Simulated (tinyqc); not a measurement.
The window of frequencies: the 3-omega method: a line heater on a substrate with a thin film. Computed by tinyqc, a small Python program. Command: `OMP_NUM_THREADS=1 python tinyqc.py 3008355 3008356 out.jsonl threeomega walk`. One thread of a shared host (Intel(R) Xeon(R) Processor @ 2.30GHz), about 0.01 s of CPU time with the checks.

A current at angular frequency omega = 2 pi f heats the line at 2 omega with the amplitude P per length; the temperature swing Delta T at 2 omega gives a voltage at 3 omega. The substrate is taken as semi-infinite and isotropic, and the heat capacity of heater and film is left out.

Inputs (values chosen for the exercise, modelled on amorphous silicon on silica):

| quantity | value | unit |
|---|---|---|
| substrate conductivity kappa | 1.4 | W/(m K) |
| substrate heat capacity C | 1.66 | 1e6 J/(m^3 K) |
| heater half-width b | 16 | micrometre |
| power amplitude per length P | 1.4 | W/m |
| current frequency f | 510 | Hz |
| substrate thickness d_s | 380 | micrometre |

Method:
- D = kappa/C; q = sqrt(2 i omega/D); penetration depth 1/|q| = sqrt(D/(2 omega)).
- Delta T_s = (P/(pi kappa)) int_0^infinity (sin x/x)^2 / sqrt(x^2 + (q b)^2) dx with (q b)^2 = i |q b|^2, averaged over the heater width (12 Gauss-Legendre points on each of the pieces 0, 14 log-spaced edges from 1e-5 to 1, and multiples of pi to 40 pi; the tail adds 1/(4 (40 pi)^2)).
- For |q| b much below 1: Delta T_s = (P/(pi kappa)) [-ln(|q| b) + eta - i pi/4], eta = 3/2 - C_E = 0.92278, with Euler's C_E = 0.5772157.
- The slope value uses each f and 2f: kappa = P ln 2/(2 pi [Delta T(f) - Delta T(2f)]).

diffusivity D = 0.843373 mm^2/s

Bare substrate:

| f (Hz) | penetration depth (micrometre) | \|q\| b | in-phase (K) | out-of-phase (K) | narrow-line form (K) | kappa from the slope (W/(m K)) |
|---|---|---|---|---|---|---|
| 0.0026 | 5080.6 | 0.0031492 | 2.1274 | -0.25000 | 2.1274 | 1.4000 |
| 0.026 | 1606.6 | 0.0099587 | 1.7609 | -0.24997 | 1.7609 | 1.4001 |
| 0.26 | 508.06 | 0.031492 | 1.3945 | -0.24977 | 1.3945 | 1.4005 |
| 1.3 | 227.21 | 0.070418 | 1.1385 | -0.24904 | 1.1383 | 1.4026 |
| 5.2 | 113.61 | 0.14084 | 0.91849 | -0.24688 | 0.91767 | 1.4103 |
| 26 | 50.806 | 0.31492 | 0.66552 | -0.23859 | 0.66152 | 1.4502 |
| 100 | 25.906 | 0.61761 | 0.46164 | -0.21932 | 0.44712 | 1.5833 |
| 520 | 11.361 | 1.4084 | 0.24594 | -0.16681 | 0.18473 | 2.2546 |
| 2600 | 5.0806 | 3.1492 | 0.11235 | -0.096223 | -0.071418 | 4.6848 |
| 16000 | 2.0481 | 7.8122 | 0.045256 | -0.042649 | -0.36062 | 11.652 |

What does the comparison show, and why?

The slope gives kappa within 1 % up to |q| b = 0.14 (f = 5.2 Hz) among these rows. The penetration depth stays under d_s/5 = 76 micrometre from f = 26 Hz up, so no row meets both conditions: the heater is too wide for this substrate. At high f the flow turns one-dimensional: in-phase and out-of-phase parts become equal in size (ratio 0.94 in the last row) and fall as f^(-1/2) (exponent -0.50).
